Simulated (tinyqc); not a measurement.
Thin-film optics by transfer matrices: one step. Layer matrices and their product. Two cases, with inputs chosen for the exercise.

Problem. Form each matrix and multiply from the top down.

Indices N = n + i k. Snell: N0 sin(theta) = N_j sin(theta_j), with Im(N_j cos theta_j) >= 0. Admittance y_j = N_j cos theta_j for s and N_j/cos theta_j for p. Phase delta_j = 2 pi N_j cos theta_j d_j/lambda. Layer matrix [[cos delta, -i sin delta/y], [-i y sin delta, cos delta]], multiplied from the top down to M. (B, C) = M (1, y_sub); r = (y0 B - C)/(y0 B + C), R = |r|^2, T = 4 Re y0 Re y_sub/|y0 B + C|^2, absorbed in the films 1 - R - T.

Give: matrix of film 1; matrix of film 2; M.

Case 1.

y_j: ambient 0.707107, film 1 2.755076+0.649419i, film 2 1.422997, substrate 0.102587+2.259242i

delta_j (rad): film 1 0.843110+0.198736i, film 2 0.134346

Solution.

matrix of film 1:
```
                1                2
1  0.6783-0.1494i  -0.0160-0.2726i
2  0.8611-2.0116i   0.6783-0.1494i
```

matrix of film 2:
```
          1         2
1    0.9910  -0.0941i
2  -0.1906i    0.9910
```

M:
```
                1                2
1  0.6202-0.1450i  -0.0299-0.3340i
2  0.8249-2.1228i   0.4829-0.2291i
```

Case 2.

y_j: ambient 2.000000, film 1 4.044597+0.039898i, film 2 1.818068, substrate 0.273383+3.311741i

delta_j (rad): film 1 1.169328+0.012764i, film 2 0.234138

Solution.

matrix of film 1:
```
                1                2
1  0.3908-0.0117i  -0.0010-0.2276i
2  0.0569-3.7231i   0.3908-0.0117i
```

matrix of film 2:
```
          1         2
1    0.9727  -0.1276i
2  -0.4218i    0.9727
```

M:
```
                1                2
1  0.2841-0.0110i  -0.0025-0.2713i
2  0.0504-3.7864i  -0.0950-0.0187i
```

Each matrix has determinant 1, and so has M.

Computed by tinyqc, one run a case: `OMP_NUM_THREADS=1 python tinyqc.py N N+1 out.jsonl` with N = 1682563, 1682658; one thread of a shared Intel(R) Xeon(R) Processor @ 2.30GHz, about 0.01 s a run at most.
